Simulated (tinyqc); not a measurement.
Global model of a low-pressure process discharge: electron temperature, density, ion flux and ion energy: one step, computed by the program tinyqc.

Maxwellian electrons with temperature T_e in eV, one positive ion, no negative ions, uniform bulk density n; rate constants have the Arrhenius form.

Question. Energy per pair and density. E_c = E_iz + (X0 exp(-E_ex/T_e) E_ex + K_el (3 m_0/M) T_e)/K_iz; wall potential V_s = (T_e/2) ln(M/(2 pi m_0)); E_T = E_c + 2 T_e + T_e/2 + V_s; n = P/(e u_B A_eff E_T); ion current density J = e h_L n u_B; ionised share n/n_g.

Inputs (values chosen for the exercise, of the order of those of an inductive discharge in a simple atomic gas):
```
quantity                      value   unit
ion mass M                       19      u
ionisation energy E_iz         15.5     eV
excitation prefactor X0     1.9e-14  m^3/s
excitation energy E_ex          8.9     eV
elastic rate constant K_el  1.8e-13  m^3/s
gas temperature T_g             500      K
absorbed power P                730      W
```

T_e = 2.466029 eV

K_iz = 8.943811e-17 m^3/s

Bohm velocity u_B = 3538.775 m/s

A_eff = 396.7665 cm^2

h_L = 0.2175985

gas density n_g = 2.317751e+20 1/m^3

Constants: m_0 = 9.1093837015e-31 kg; u = 1.6605390666e-27 kg; e = 1.602176634e-19 C.

Give: collisional loss per pair E_c; wall potential V_s; E_T; plasma density n; ion current density J; ionised share.

Answer.

collisional loss per pair E_c = 67.126 eV

wall potential V_s = 10.622 V

E_T = 83.913 eV

plasma density n = 3.8672e+11 1/cm^3

ion current density J = 4.7711 mA/cm^2

ionised share = 0.0016685

Collisions take 80 % of the power and the walls the rest. T_e came from the particle balance alone; the power sets only n.
